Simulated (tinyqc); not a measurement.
Worked calculation: empirical pseudopotential in a few plane waves. One step of it, computed by the program tinyqc.

Problem. Levels at G. Diagonalise the Hermitian matrix.

H(k) at G (eV):
```
           +0+0+0     -1-1-1     -1-1+1     -1+1-1     -1+1+1     +1-1-1     +1-1+1     +1+1-1
+0+0+0   0.000000   2.001101  -2.001101  -2.001101  -2.001101  -2.001101  -2.001101  -2.001101
-1-1-1   2.001101  12.703149   0.000000   0.000000  -0.653073   0.000000  -0.653073  -0.653073
-1-1+1  -2.001101   0.000000  12.703149   0.653073   0.000000   0.653073   0.000000   0.000000
-1+1-1  -2.001101   0.000000   0.653073  12.703149   0.000000   0.653073   0.000000   0.000000
-1+1+1  -2.001101  -0.653073   0.000000   0.000000  12.703149   0.000000   0.653073   0.653073
+1-1-1  -2.001101   0.000000   0.653073   0.653073   0.000000  12.703149   0.000000   0.000000
+1-1+1  -2.001101  -0.653073   0.000000   0.000000   0.653073   0.000000  12.703149   0.653073
+1+1-1  -2.001101  -0.653073   0.000000   0.000000   0.653073   0.000000   0.653073  12.703149
+1+1+1   2.001101   0.000000  -0.653073  -0.653073   0.000000  -0.653073   0.000000   0.000000
-2+0+0   0.000000  -2.001101  -2.001101  -2.001101   2.001101   0.567620  -0.567620  -0.567620
+0-2+0   0.000000  -2.001101  -2.001101   0.567620  -0.567620  -2.001101   2.001101  -0.567620
+0+0-2   0.000000  -2.001101   0.567620  -2.001101  -0.567620  -2.001101  -0.567620   2.001101
+0+0+2   0.000000  -0.567620   2.001101  -0.567620  -2.001101  -0.567620  -2.001101   0.567620
+0+2+0   0.000000  -0.567620  -0.567620   2.001101  -2.001101  -0.567620   0.567620  -2.001101
+2+0+0   0.000000  -0.567620  -0.567620  -0.567620   0.567620   2.001101  -2.001101  -2.001101

           +1+1+1     -2+0+0     +0-2+0     +0+0-2     +0+0+2     +0+2+0     +2+0+0
+0+0+0   2.001101   0.000000   0.000000   0.000000   0.000000   0.000000   0.000000
-1-1-1   0.000000  -2.001101  -2.001101  -2.001101  -0.567620  -0.567620  -0.567620
-1-1+1  -0.653073  -2.001101  -2.001101   0.567620   2.001101  -0.567620  -0.567620
-1+1-1  -0.653073  -2.001101   0.567620  -2.001101  -0.567620   2.001101  -0.567620
-1+1+1   0.000000   2.001101  -0.567620  -0.567620  -2.001101  -2.001101   0.567620
+1-1-1  -0.653073   0.567620  -2.001101  -2.001101  -0.567620  -0.567620   2.001101
+1-1+1   0.000000  -0.567620   2.001101  -0.567620  -2.001101   0.567620  -2.001101
+1+1-1   0.000000  -0.567620  -0.567620   2.001101   0.567620  -2.001101  -2.001101
+1+1+1  12.703149  -0.567620  -0.567620  -0.567620  -2.001101  -2.001101  -2.001101
-2+0+0  -0.567620  16.937532   0.653073   0.653073  -0.653073  -0.653073   0.000000
+0-2+0  -0.567620   0.653073  16.937532   0.653073  -0.653073   0.000000  -0.653073
+0+0-2  -0.567620   0.653073   0.653073  16.937532   0.000000  -0.653073  -0.653073
+0+0+2  -2.001101  -0.653073  -0.653073   0.000000  16.937532   0.653073   0.653073
+0+2+0  -2.001101  -0.653073   0.000000  -0.653073   0.653073  16.937532   0.653073
+2+0+0  -2.001101   0.000000  -0.653073  -0.653073   0.653073   0.653073  16.937532
```

Give: eigenvalues.

Solution.

eigenvalues (eV): -1.931  8.805  8.805  8.805  11.572  12.050  12.050  12.050  15.631  15.631  16.593  20.183  20.183  20.183  22.641
